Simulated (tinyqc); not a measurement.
Signal and retention of a DRAM cell: one step of the calculation.

A stored one starts at Vd and leaks: Cs dV/dt = -I(V), I = a sqrt((V + Vb)/(Vd + Vb)) + b, with a = Ig exp[-(Eg1 q/kB)(1/T - 1/T0)] (generation in a depletion layer) and b = Is exp[-(Es q/kB)(1/T - 1/T0)]. The bit line is precharged to Vd/2, and charge sharing gives the signal (V - Vd/2) Cs/(Cs + Cb).

Question. Retention time. With s = sqrt((Vc + Vb)/(Vd + Vb)), the time from Vd to Vc is t = [2 Cs (Vd + Vb)/a] [1 - s - (b/a) ln((a + b)/(a s + b))].

Parameters, values chosen for the exercise: array voltage Vd = 1.4 V; cell capacitance Cs = 26 fF; built-in plus back-bias voltage of the storage junction Vb = 1.57 V; junction leakage at V = Vd and T0 Ig = 2.6 fA; voltage-independent leakage at T0 Is = 1.6 fA; activation energy of Is Es = 0.4 eV; reference temperature T0 = 358 K; temperature T = 368 K; activation energy of Ig Eg1 = 0.53 eV.

Constants: q = 1.602176634e-19 C, kB = 1.380649e-23 J/K. Results are converted to the units shown.

Vc = 0.85230769 V

Find: a; b; retention time; estimate with the current held at a + b.

Answer.

a = 4.1469 fA
b = 2.2758 fA
retention time = 2.2883 s
estimate with the current held at a + b = 2.2171 s

Range of the model: Real arrays also hold a tail of unusually leaky cells and cells whose retention varies in time, which this model lacks.

Numbers from tinyqc (`OMP_NUM_THREADS=1 python tinyqc.py 2130112 2130113 out.jsonl`; about 0.01 s on one thread of a shared Intel Xeon 2.30GHz).
